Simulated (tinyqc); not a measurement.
Q-state Potts model on a small periodic square lattice: enumeration, Metropolis, heat-bath and Wolff steps: one step, computed by the program tinyqc. Command: `OMP_NUM_THREADS=1 python tinyqc.py 3110892 3110893 out.jsonl potts walk`. One thread of a shared host (Intel(R) Xeon(R) Processor @ 2.30GHz), about 0.1 s of CPU time with the checks.

E = -J x (number of nearest-neighbour bonds with equal states); n x n sites with periodic edges have 2 n^2 bonds. Order parameter m = (q f - 1)/(q - 1), f being the largest share of one state. Sites are numbered row by row from 0. Here q = 3 and n = 3.

Problem. Scales. K = J/(k_B T); the infinite square lattice orders at K_c = ln(1 + sqrt(q)); Wolff bond probability p = 1 - exp(-K).

Inputs (values chosen for the exercise, for a model of domains or grain orientations): number of states q = 3; coupling J = 44 meV; temperature T = 420 K.

Constants: k_B = 8.617333262e-05 eV/K.

Give: K; K_c; T_c of the infinite lattice; p.

Solution.

K = 1.2157

K_c = 1.0051

T_c of the infinite lattice = 508.03 K

p = 0.70350
